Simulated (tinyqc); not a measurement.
Worked calculation: fitting sp3s* parameters to three gaps by Newton steps. Values are carried at full precision from step to step, so a last printed digit may differ when a step is redone from the rounded ones.

sp3s* tight binding, nearest neighbours only: anion (a) at 0, cation (c) at a/4 (1,1,1), orbitals s, px, py, pz, s* on each; k in units of 2 pi/a. With phases e_j = exp(i (pi/2) k.n_j) for n = (1,1,1), (1,-1,-1), (-1,1,-1), (-1,-1,1): g0 = (e1+e2+e3+e4)/4, g1 = (e1+e2-e3-e4)/4, g2 = (e1-e2+e3-e4)/4, g3 = (e1-e2-e3+e4)/4. The diagonal holds the levels Esa, Epa, Exa (s*) and Esc, Epc, Exc. Anion-cation block: <sa|sc> = Vss g0; <sa|xc> = Vsapc g1; <xa|sc> = -Vscpa g1; <xa|xc> = Vxx g0; <xa|yc> = <ya|xc> = Vxy g3, <xa|zc> = <za|xc> = Vxy g2, <ya|zc> = <za|yc> = Vxy g1; <s*a|xc> = Vxapc g1; <xa|s*c> = -Vpaxc g1; y and z take g2 and g3 in place of g1; s-s* and s*-s* vanish.

Gaps are level 5 at Gamma, X = (1,0,0) and L = (1/2,1/2,1/2) less level 4 at Gamma; no spin-orbit coupling. Free parameters: Esc, Vsapc and Exc. H is linear in them, so by Hellmann-Feynman J_ij = <u|dH/dp_j|u> for level 5 at point i less the same for level 4 at Gamma. Newton: p(new) = p + J^-1 (target - gaps); stop when all misses are below 1e-7 eV.

Values chosen for the exercise (out of a larger set: near a published set for GaSb, fitted to gaps, whose masses and valley positions are rough; not measured data): p = (-7.318, 0.858, -3.889, 2.909, 6.613, 5.982, -6.161, 1.577, 4.14, 4.959, 4.683, 4.996, 4.23) eV (start, order Esa, Epa, Esc, Epc, Exa, Exc, Vss, Vxx, Vxy, Vsapc, Vscpa, Vxapc, Vpaxc); tg = (0.6682, 1.2574, 0.9759) eV (target gaps at Gamma, X, L).

## Gaps of the starting set

Compute the gaps and the misses.

gaps (eV): Gamma 0.7892, X 1.1907, L 0.9605

target less gap (eV): Gamma -0.1210, X 0.0667, L 0.0154

## The Jacobian

Form J and its singular values.

J:
```
          Esc   Vsapc     Exc
Gamma  0.6340  0.0000  0.0000
X      0.0000  0.5323  0.0000
L      0.3471  0.2910  0.0779
```

singular values: 0.7579  0.5642  0.0615

The gap at Gamma answers to Esc. The condition number is 12.3.

## The first Newton step

Solve J dp = target less gap; the columns of J are Esc, Vsapc and Exc.

dp (eV): Esc -0.191, Vsapc 0.125, Exc 0.580

## The iteration

Repeat with J formed anew.

Newton steps (eV):
```
i      Esc   Vsapc     Exc   Gamma       X       L  largest miss
0  -3.8890  4.9590  5.9820  0.7892  1.1907  0.9605          0.12
1  -4.0799  5.0843  6.5615  0.6689  1.2575  0.9744        0.0015
2  -4.0809  5.0841  6.5892  0.6682  1.2574  0.9759       1.0e-05
3  -4.0809  5.0841  6.5894  0.6682  1.2574  0.9759       3.1e-10
```

Converged in 3 steps; the miss goes 0.12, 0.0015, 1.0e-05, 3.1e-10, about squaring each time once it is small. The largest change is 0.607 eV in Exc, for a first miss of 0.121 eV: the smallest singular value of J is only 0.061, so some parameter must move far to cure a small miss.

## Checks

- J by Hellmann-Feynman against central differences: largest difference 2.6e-10.

tinyqc: `OMP_NUM_THREADS=1 python tinyqc.py 1480212 1480213 out.jsonl`; about 0.1 s, one thread, shared Intel(R) Xeon(R) Processor @ 2.30GHz.
